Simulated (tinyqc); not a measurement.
# A clean chain and dephasing by Buettiker voltage probes: several studies

Sites 1 to 5 form a chain with hopping -t. Lead L joins site 1 and lead R site 5, both semi-infinite chains with hopping -t and site energy 0. Every site carries a probe with self-energy -i Gamma_p/2 that draws no net current. Linear response at zero temperature: mu_L = 1, mu_R = 0 in units of the bias.

Values chosen for this exercise: hopping (matrix element -t) t = 1 eV; site energies 1 to N U = [0, 0, 0, 0, 0] eV; Fermi energy E = 0.12 eV; probe broadening Gamma_p gp = 0.83 eV.

Constants: q = 1.602176634e-19 C, h = 6.62607015e-34 J s. Results are converted to the units shown.

Each table varies one quantity; the others keep the values above.

## Effect of the dephasing strength

Sigma = t^2 g(E), g(x) = (x - i sqrt(4 t^2 - x^2))/(2 t^2) for |x| < 2 t and (x - sign(x) sqrt(x^2 - 4 t^2))/(2 t^2) otherwise; Gamma = -2 Im Sigma; G = (E - H - Sigma_L - Sigma_R + i Gamma_p/2)^(-1). With Gamma the broadening by one lead, T_RL = Gamma^2 |G_(5,1)|^2, T_pL = Gamma Gamma_p |G_(p,1)|^2, T_pR = Gamma Gamma_p |G_(p,5)|^2, T_pq = Gamma_p^2 |G_(p,q)|^2 for p != q. No current into probe p: W mu = T_pL with W_pp = T_pL + T_pR + sum_q T_pq and W_pq = -T_pq. Then T_eff = T_RL + sum_p T_pR mu_p, and the resistance is (h/2q^2)/T_eff. Without probes means Gamma_p = 0.

Results:
```
gp (eV)	T_RL	through probes	T_eff	resistance (kohm)
0.011	0.9728	0.01358	0.9864	13.08
0.021	0.9488	0.02559	0.9744	13.25
0.039	0.9070	0.04642	0.9534	13.54
0.075	0.8290	0.08514	0.9141	14.12
0.14	0.7050	0.1458	0.8508	15.17
0.27	0.5105	0.2366	0.7471	17.28
0.51	0.2826	0.3261	0.6086	21.21
1.9	0.01118	0.2631	0.2743	47.06
3.5	4.790e-4	0.1466	0.1471	87.75
```

Estimate the missing row, gp = 0.98 eV.

Computed row:
```
gp (eV)	T_RL	through probes	T_eff	resistance (kohm)
0.98	0.09081	0.3508	0.4417	29.22
```

With this row back in the table: Without probes the transmission is 1.00. T_eff falls from 0.986 to 0.147; the direct part falls from 0.973 to 4.79e-4 and the part through probes goes from 0.0136 through a maximum of 0.351 (at gp = 0.98 eV among the rows listed) to 0.147. At this energy dephasing lowers T_eff from the start: the probes give back less than the direct part loses.

## Coherent and dephased transmission against energy

Same model as above.

The same in every row: T without probes = 1.0000.

Results:
```
E (eV)	T_eff
-1.8	0.28425
-1.5	0.37237
-1.2	0.42590
-0.9	0.45415
-0.6	0.47095
0	0.48580
0.3	0.48184
0.6	0.47095
0.9	0.45415
1.2	0.42590
1.5	0.37237
1.8	0.28425
```

Estimate the missing row, E = -0.3 eV.

Computed row:
```
E (eV)	T_eff
-0.3	0.48184
```

With this row back in the table: Without probes T is 1.00 in every row, with them between 0.284 and 0.486. The probes lower it in 13 rows and raise it in 0.

## Resistance against length

With Gamma the broadening by one lead, T_RL = Gamma^2 |G_(last,1)|^2, T_pL = Gamma Gamma_p |G_(p,1)|^2, T_pR = Gamma Gamma_p |G_(p,last)|^2, T_pq = Gamma_p^2 |G_(p,q)|^2 for p != q. The list U is repeated k times, each site with its probe.

The same in every row: T without probes = 1.000.

Resistance against length:
```
k	sites	T_eff	resistance (kohm)
1	5	0.4852	26.60
2	10	0.3196	40.38
3	15	0.2387	54.08
4	20	0.1904	67.78
6	30	0.1356	95.18
8	40	0.1053	122.6
12	60	0.07276	177.4
16	80	0.05558	232.2
```

Read the table: what changes, and by how much?

The resistance rises from 26.6 to 232 kohm, by 2.74 kohm a site between k = 8 and 12 and 2.74 between 12 and 16: Ohm's law, R = R0 + rho N with the extrapolated intercept R0 = 13.0 kohm (h/2q^2 = 12.91 kohm) and a back-scattering length (h/2q^2)/rho of 4.71 sites.

Computed by the program tinyqc: `OMP_NUM_THREADS=1 python tinyqc.py 2700130 2700131 out.jsonl`, one thread of a shared Intel Xeon 2.30GHz, about 0.01 s for the whole run.
